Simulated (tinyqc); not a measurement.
Limits against temperature: thermal and gravitational stress in a wafer during furnace and rapid thermal processing, and the onset of slip. Computed by tinyqc, a small Python program. Command: `OMP_NUM_THREADS=1 python tinyqc.py 3002119 3002120 out.jsonl slip walk`. One thread of a shared host (Intel(R) Xeon(R) Processor @ 2.30GHz), about 0.01 s of CPU time with the checks.

A thin free disc in plane stress, isotropic; T(r) = T_centre + dT (r/R)^n with n = 2. Stress is positive in tension; sigma_SB = 5.670374419e-8 W/(m^2 K^4), g = 9.80665 m/s^2.

Inputs (values chosen for the exercise, modelled on silicon):
```
quantity                              value        unit
wafer radius R                          225          mm
thickness t                             925  micrometre
Young's modulus E                       146         GPa
expansion alpha                         4.2      1e-6/K
prefactor A of the critical stress  0.00043         MPa
energy U of the critical stress         1.1          eV
density rho                            2330      kg/m^3
heat capacity c                         926    J/(kg K)
conductivity k                         28.1     W/(m K)
wafer spacing s                          13          mm
```

Constants: k_B = 8.617333262e-05 eV/K.

Method. Critical resolved stress tau_c = A exp(U/(k_B T)), a form chosen for the exercise; slip when 0.492799 |s_tt(R)| > tau_c; allowed |dT| = tau_c (n + 2)/(0.492799 n alpha E). In a stack heated from the rim, heat flows inward by conduction and by radiation between wafers: k_eff = k + (16/3) sigma_SB T^3 s^2/t (a diffusion estimate with the spacing as path length). A steady ramp gives the parabolic lag dT = rho c (ramp) R^2/(4 k_eff); the allowed ramp uses n = 2.

For the parabolic profile:
```
T (K)  tau_c (MPa)  allowed |dT| (K)  k_eff (W/(m K))  allowed ramp (K/min)
1050        81.891            541.99            92.06                109.64
1125        36.413            241.00           106.77                 56.54
1200        17.917            118.58           123.58                 32.20
1275         9.583             63.43           142.62                 19.88
1350         5.495             36.37           164.04                 13.11
1425         3.341             22.11           187.98                  9.13
1500         2.135             14.13           214.58                  6.66
```

From 1050 to 1500 K the allowed difference falls 38 times and the allowed ramp 16 times; radiation, which grows as T^3, gives back a factor 2.33. Ramps must slow as the wafer gets hotter.
